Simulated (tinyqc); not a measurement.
From results back to parameters: two-band tight binding of a puckered layer. Two cases, with inputs chosen for the exercise.

Problem. In the two-band model of a puckered layer with hoppings t1 to t5, along y the masses are c/(gy + ey) for electrons and c/(gy - ey) for holes, with gy = -ay^2 (t1 + t3)/4, ey = -t4 ay^2/2, c = hbar^2/2m0; the gap is 2 (t2 + 2 t1 + 2 t3 + t5). The values below come from hidden hoppings.

Constants: hbar^2/2m0 = 3.80998211 eV angstrom^2.

Case 1.

Values chosen (out of a larger set: near a published set for monolayer black phosphorus; not measured data): ay = 3.32 angstrom (period along y (zigzag)).

masses along y (m0): electron 0.851375, hole 1.115026

gap = 1.4080 eV

Case 2.

Values chosen (out of a larger set: near a published set for monolayer black phosphorus; not measured data): ay = 3.32 angstrom (period along y (zigzag)).

masses along y (m0): electron 0.849805, hole 1.149320

gap = 1.5440 eV

Find: t1 + t3, t4, t2 + t5.

Solution. The mean of c/m gives gy and half the difference ey; the gap then gives t2 + t5.

Case 1.

t1 + t3, t4, t2 + t5 (eV): -1.432  -0.096  3.568

Case 2.

t1 + t3, t4, t2 + t5 (eV): -1.415  -0.106  3.602

Computed by tinyqc, one run a case: `OMP_NUM_THREADS=1 python tinyqc.py N N+1 out.jsonl` with N = 1480338, 1480474; one thread of a shared Intel(R) Xeon(R) Processor @ 2.30GHz, about 0.01 s a run at most.
